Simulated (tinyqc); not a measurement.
From results to parameters: two-site tight-binding chain. Computed by the program tinyqc.

Problem. A two-site chain has site energies +delta (A) and -delta (B) and hoppings t1 > t2 > 0, so E = +/- sqrt(delta^2 + |t1 + t2 exp(-ika)|^2). Find delta, t1 and t2.

upper band at k = 0 = 3.865708 eV
upper band at the zone edge = 0.318904 eV
weight of the upper band on site A at the zone edge = 0.829252

Solution. The weight on A is (1 + delta/E)/2, which gives delta; then t1 + t2 = sqrt(E(0)^2 - delta^2) and t1 - t2 = sqrt(E(edge)^2 - delta^2).

delta, t1, t2 (eV): 0.2100  2.0500  1.8100
